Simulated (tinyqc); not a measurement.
Transmission against field: band-to-band tunnelling across a p-n junction in a two-band chain.

Sites alternate A at -Eg/2 and C at +Eg/2 with hopping -t; near the edges, with k counted from the zone boundary pi/a, E^2 = (Eg/2)^2 + (t a k)^2, so t = sqrt(c Eg/m)/a gives the mass m, c = hbar^2/2m0. In the gap cosh(q a) = 1 + (Eg^2/4 - e^2)/(2 t^2), e the energy from the local mid-gap. The potential is V0 = Eg + ov on the p side (left), 0 on the n side, and falls linearly over the 2N sites of the junction, V_j = V0 (1 - j/(2N + 1)), j = 1 to 2N, site 1 being A. E = Eg/2 + x ov. A half chain that ends on a site of level e1 with neighbour e2 has g = (1 + z)/(E - e1), z = exp(-/+ i k a) the root with Im g < 0, cos(k a) = (E - e1)(E - e2)/(2 t^2) - 1. S_L = t^2 g (ending on C, shifted by V0), S_R = t^2 g (starting on A). T = 4 Im(S_L) Im(S_R) |G_(1,2N)|^2.

Constants: hbar^2/2m0 = 3.80998211 eV angstrom^2.

Parameters, chosen for this exercise (gap and mass near those of InAs; the results hold for these values, not for the real material):
```
symbol  value   unit      meaning
Eg      0.369   eV        gap
m       0.0245  m0        mass of electron and light hole
a       6       angstrom  period (two sites)
ov      0.15    eV        overlap: top of the valence band on the p side above the conduction edge on the n side
x       0.63              energy above the n-side conduction edge, as a share of ov
```

N is varied at fixed V0 and E. WKB: exp(-2 I/F) with I = pi Eg^2/(8 t a), F = V0/((2N + 1) a/2); this is the Landau-Zener result for a uniform field.

Against N:
```
N   F (MV/cm)  exponent  T, chain    T, WKB  ratio
5       1.573     0.898     0.388     0.408  0.953
8       1.018     1.387     0.296     0.250  1.187
12      0.692     2.040     0.183     0.130  1.409
18      0.468     3.019    0.0757    0.0488  1.550
26      0.326     4.325    0.0203    0.0132  1.534
38      0.225     6.283   0.00259   0.00187  1.387
80      0.107    13.138  2.04e-06  1.97e-06  1.037
```

Give the missing row, N = 55, F (MV/cm) = 0.156.

Computed row:
```
N   F (MV/cm)  exponent  T, chain    T, WKB  ratio
55      0.156     9.058  0.000139  0.000116  1.195
```

T falls from 0.388 at 1.57 to 2.04e-06 at 0.11 MV/cm. ln T against 1/F has slope -1.472 MV/cm between the rows N = 38 and 80, against -2I = -1.412. The ratio to WKB stays between 0.95 (N = 5) and 1.55 (N = 18): the exponent decides, and the ratio holds the reflections where the field begins and ends and the lattice correction to q, which scales the exponent and so grows with N.

tinyqc: `OMP_NUM_THREADS=1 python tinyqc.py 1450840 1450841 out.jsonl`; about 0.01 s, one thread, shared Intel(R) Xeon(R) Processor @ 2.30GHz.
